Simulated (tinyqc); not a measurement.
Gaps across the alloy: alloy A(1-x)B(x) by interpolation with bowing.

Each gap follows E(x) = (1 - x) E_A + x E_B - C x (1 - x); the lattice constant follows Vegard, a(x) = (1 - x) a_A + x a_B.

Constants: hc = 1239.841984 eV nm.

Values chosen for the exercise (A near GaAs, B near GaSb; shifted at random, so the results belong to these values and not to a real crystal): a = (5.657, 6.09) angstrom (lattice constant of A, B); Eg = (1.505, 0.81) eV (gap at Gamma to the s-like level of A, B); EgX = (1.964, 1.142) eV (gap to the lowest valley along Gamma-X of A, B); EgL = (1.794, 0.874) eV (gap to L of A, B); C = (1.294, 1.141, 1.282) eV (bowing of the Gamma, X and L gaps).

Eleven compositions.

Gaps (eV):

| x | a (angstrom) | Gamma | X | L | lowest | wavelength (nm) |
|---|---|---|---|---|---|---|
| 0.0 | 5.6570 | 1.505 | 1.964 | 1.794 | Gamma | 824 |
| 0.1 | 5.7003 | 1.319 | 1.779 | 1.587 | Gamma | 940 |
| 0.2 | 5.7436 | 1.159 | 1.617 | 1.405 | Gamma | 1070 |
| 0.3 | 5.7869 | 1.025 | 1.478 | 1.249 | Gamma | 1210 |
| 0.4 | 5.8302 | 0.916 | 1.361 | 1.118 | Gamma | 1353 |
| 0.5 | 5.8735 | 0.834 | 1.268 | 1.014 | Gamma | 1487 |
| 0.6 | 5.9168 | 0.777 | 1.197 | 0.934 | Gamma | 1595 |
| 0.7 | 5.9601 | 0.747 | 1.149 | 0.881 | Gamma | 1660 |
| 0.8 | 6.0034 | 0.742 | 1.124 | 0.853 | Gamma | 1671 |
| 0.9 | 6.0467 | 0.763 | 1.122 | 0.851 | Gamma | 1625 |
| 1.0 | 6.0900 | 0.810 | 1.142 | 0.874 | Gamma | 1531 |

How do the results move, and what explains it?

The lowest valley is Gamma at every x. The Gamma gap has a minimum inside the range, 0.741 eV at x = (C - (E_B - E_A))/(2C) = 0.769, since the bowing exceeds the difference of the end gaps.

Run: tinyqc, `OMP_NUM_THREADS=1 python tinyqc.py 1080407 1080408 out.jsonl`; Intel(R) Xeon(R) Processor @ 2.30GHz, one thread, shared host; about 0.01 s of CPU time with all checks.
